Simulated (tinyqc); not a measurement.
Polycrystalline film, grain-boundary barriers (Seto model): two steps of the calculation.

One-dimensional grains of size Lg with donors N; each boundary has Qt acceptor-like traps per area at one level Et below the band edge. Trapped electrons qt deplete a width w = qt/N (both sides together) and raise a barrier Vb = q N w^2/(8 eps0 eps_r). Current crosses the barriers by thermionic emission at small bias. Abrupt depletion, full ionisation, Boltzmann statistics.

Values chosen for this exercise; values close to those of polycrystalline silicon: temperature T = 293 K; relative permittivity of the semiconductor eps_r = 11.7; grain size Lg = 120 nm; trap density at a boundary Qt = 2.4e12 cm^-2; donor density N = 1.2e17 cm^-3; conduction-band density of states at T Nc = 2.7e19 cm^-3; trap level below the band edge Et = 0.48 eV.

Constants: q = 1.602176634e-19 C, kB = 1.380649e-23 J/K, Vt = kB T/q, eps0 = 8.8541878128e-14 F/cm where lengths are in cm. Results are converted to the units shown.

Question 1. Critical doping and limits of the barrier. N* = Qt/Lg; fully depleted grains have Vb = q N Lg^2/(8 eps0 eps_r), filled traps Vb = q Qt^2/(8 eps0 eps_r N); the true barrier cannot exceed the smaller.

Wanted: N*; Vb, fully depleted; Vb, traps filled.

Answer 1.

N* = 2.0000e17 cm^-3
Vb, fully depleted = 0.33406 V
Vb, traps filled = 0.92796 V

Question 2. Trapped charge. w = qt/N, Vb = q N w^2/(8 eps0 eps_r), out = Qt/(1 + 2 (Nc/N) exp((Vb - Et)/Vt)); qt(new) = qt + 0.12 (out - qt).

qt at the start = 1.3e12 cm^-2

Find: w; Vb; out; qt after iteration 1.

Answer 2.

w = 108.3 nm
Vb = 0.2723 V
out = 2.142e12 cm^-2
qt after iteration 1 = 1.401e12 cm^-2

Computed by the program tinyqc: `OMP_NUM_THREADS=1 python tinyqc.py 2610113 2610114 out.jsonl`, one thread of a shared Intel Xeon 2.30GHz, about 0.01 s for the whole run.
